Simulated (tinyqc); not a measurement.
Strength against creep resistance: grain growth, pinning, strength and diffusional creep of a polycrystal or thin film. Computed by tinyqc, a small Python program. Command: `OMP_NUM_THREADS=1 python tinyqc.py 3007638 3007639 out.jsonl grain walk`. One thread of a shared host (Intel(R) Xeon(R) Processor @ 2.30GHz), about 0.01 s of CPU time with the checks.

One mean grain size d describes the structure.

Inputs (values chosen for the exercise, modelled on polycrystalline silicon):
```
quantity                                    value        unit
atomic volume Omega                         20.02  angstrom^3
boundary energy gamma                        0.64       J/m^2
mobility prefactor M0                     2.6e-07   m^4/(J s)
activation energy of boundary motion Q_m     2.97          eV
anneal temperature T                         1404           K
anneal time t                                  79           s
initial grain size d0                          35          nm
particle volume fraction f                 0.0025           -
particle radius r                             7.6          nm
film thickness h                             1700          nm
surface energy gamma_s                        1.8       J/m^2
Hall-Petch slope k_y                          0.3   MPa m^0.5
lattice diffusion energy Q_l                 4.77          eV
boundary diffusion energy Q_b                2.42          eV
lattice prefactor D0                      1.1e-05       m^2/s
boundary prefactor delta D0b              1.1e-15       m^3/s
applied stress sigma                           11         MPa
service temperature T_c                       528           K
```

Sample: thin film on a substrate.

Constants: k_B = 8.617333262e-05 eV/K; k_B = 1.380649e-23 J/K.

Method:
- M = M0 exp(-Q_m/(k_B T)). The driving pressure is 2 gamma/d. Zener pinning pressure 3 f gamma/(2 r) stops growth at d_Z = 4 r/(3 f). Grooves where boundaries meet the surface have the angle theta = arcsin(gamma/(2 gamma_s)) and are taken to stop growth at d_h = h/(2 theta), a few film thicknesses; the limit is 1/d_lim = 1/d_Z + 1/d_h.
- dd/dt = 2 M gamma (1/d - 1/d_lim) integrates to 2 M gamma t = d_lim (d0 - d) + d_lim^2 ln[(d_lim - d0)/(d_lim - d)]; without pinning d^2 = d0^2 + 4 M gamma t.
- Nabarro-Herring rate = 14 sigma Omega D_l/(k_B T d^2), D_l = D0 exp(-Q_l/(k_B T)); Coble rate = 14 pi sigma Omega delta D_b/(k_B T d^3), delta D_b = delta D0b exp(-Q_b/(k_B T)); they are equal at d_x = pi delta D_b/D_l.
- Hall-Petch term k_y/sqrt(d).

crossover size d_x = 8.47190e+18 micrometre

At T_c and sigma:
```
d (nm)  Hall-Petch term (MPa)  Nabarro-Herring (1/s)  Coble (1/s)  time to 1 % (s)
30                     1732.1             1.5262e-36   4.3099e-16       2.3203e+13
100                     948.7             1.3736e-37   1.1637e-17       8.5936e+14
300                     547.7             1.5262e-38   4.3099e-19       2.3203e+16
1000                    300.0             1.3736e-39   1.1637e-20       8.5936e+17
3000                    173.2             1.5262e-40   4.3099e-22       2.3203e+19
10000                    94.9             1.3736e-41   1.1637e-23       8.5936e+20
100000                   30.0             1.3736e-43   1.1637e-26       8.5936e+23
```

What follows from these numbers?

From 100 micrometre to 30 nm grains the Hall-Petch term grows 58 times, while the time to 1 % strain shrinks by 10.6 decades. Coble creep rules in 7 of the seven rows (d_x is a millimetre or more). Fine grains resist slip but creep fast. The Hall-Petch value at 30 nm is at the edge of that law, and in a film grains much larger than h lose atoms to the surfaces instead.

Extremes, crossings and ranges named in words are read from the listed rows.
